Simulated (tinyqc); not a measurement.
Blur against noise: chemically amplified photoresist: aerial image, acid generation, bake, development and line width. Computed by tinyqc, a small Python program. Command: `OMP_NUM_THREADS=1 python tinyqc.py 3022785 3022786 out.jsonl resist walk`. One thread of a shared host (Intel(R) Xeon(R) Processor @ 2.30GHz), about 0.03 s of CPU time with the checks.

Lines and spaces of pitch p with a two-beam-like image; x = 0 is the middle of the bright space. The resist is positive and treated as uniform in depth.

Inputs (values chosen for the exercise, for a model resist at 13.5 nm):
```
quantity                      value     unit
pitch p                          36       nm
image contrast c               0.62        -
mean dose E                    31.9  mJ/cm^2
Dill parameter C               0.03  cm^2/mJ
bake time t                      45        s
photon energy                 91.84       eV
absorption coefficient alpha    5.7     1/um
```

Method:
- Dose E(x) = E [1 + c cos(2 pi x/p)]; acid h = 1 - exp(-C E(x)).
- Bake: the acid image is blurred by a Gaussian of variance sigma^2 = 2 D t (each Fourier term k of h, taken on 64 points, is multiplied by exp(-4 pi^2 k^2 D t/p^2)).
- For each sigma the edge is held at x = p/4; N is taken at the mean dose; edge noise = (dh/d ln E)/(sqrt(N V) |dh/dx|), both derivatives taken of the blurred acid, V = (2 sqrt(pi) sigma)^3, N = E alpha/(photon energy), 1 mJ/cm^2 = 62.41509 eV/nm^2.

Trade-off:
```
sigma/p  sigma (nm)  blur factor  photons in V  edge noise (nm)
0.02           0.72      0.99214    2.0546e+00           6.4613
0.04           1.44      0.96891    1.6437e+01           2.3026
0.07           2.52      0.90781    8.8093e+01           1.0255
0.10           3.60      0.82087    2.5683e+02           0.6412
0.14           5.04      0.67917    7.0474e+02           0.4523
0.18           6.48      0.52753    1.4978e+03           0.3926
0.22           7.92      0.38467    2.7347e+03           0.3958
0.27           9.72      0.23717    5.0552e+03           0.4712
0.33          11.88      0.11653    9.2297e+03           0.7094
```

What does the comparison show, and why?

The noise is least near sigma/p = 0.18 among these rows. More diffusion averages over more photons (noise falls as sigma^(-3/2)) until it erases the image slope (factor exp(-2 pi^2 sigma^2/p^2)); for a pure cosine the two balance at sigma/p = sqrt(3/8)/pi = 0.195. Caution: for a film thinner than the blur the noise falls as 1/sigma only, and the optimum moves to sigma/p = 1/(2 pi) = 0.159. Caution: rows with under about ten photons in V are beyond a Gaussian noise estimate.

Extremes, crossings and ranges named in words are read from the listed rows.
